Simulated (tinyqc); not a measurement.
# Sharing a fixed EOT between the layers

Without charge in the stack, a voltage of 0.6 V over an EOT of 0.95 nm gives F1 = (V/EOT)(3.9/e1) and F2 = F1 e1/e2; t2 = e2 (EOT/3.9 - t1/e1).

Values chosen for this exercise:
- e1 = 3.82 (relative permittivity of layer 1)
- e2 = 24.8 (relative permittivity of layer 2)

Results:

| t1 (nm) | t2 (nm) | physical thickness (nm) | drop over layer 1 (V) | drop over layer 2 (V) |
|---|---|---|---|---|
| 0 | 6.041 | 6.041 | 0 | 0.6000 |
| 0.11 | 5.327 | 5.437 | 0.07093 | 0.5291 |
| 0.23 | 4.548 | 4.778 | 0.1483 | 0.4517 |
| 0.34 | 3.834 | 4.174 | 0.2192 | 0.3808 |
| 0.45 | 3.120 | 3.570 | 0.2902 | 0.3098 |
| 0.56 | 2.405 | 2.965 | 0.3611 | 0.2389 |
| 0.79 | 0.9122 | 1.702 | 0.5094 | 0.09060 |

Estimate the missing row, t1 = 0.68 nm.

Computed row:

| t1 (nm) | t2 (nm) | physical thickness (nm) | drop over layer 1 (V) | drop over layer 2 (V) |
|---|---|---|---|---|
| 0.68 | 1.626 | 2.306 | 0.4385 | 0.1615 |

With this row back in the table: Each 0.1 nm of layer 1 costs 0.649 nm of layer 2, so the physical thickness falls from 6.04 to 1.70 nm. The fields do not change, 6.45 MV/cm in layer 1 and 0.993 MV/cm in layer 2, and layer 1 takes half of the voltage at t1 = 0.465 nm.

Program tinyqc, `OMP_NUM_THREADS=1 python tinyqc.py 2010112 2010113 out.jsonl`; Intel Xeon 2.30GHz, shared host, one thread, about 0.01 s.
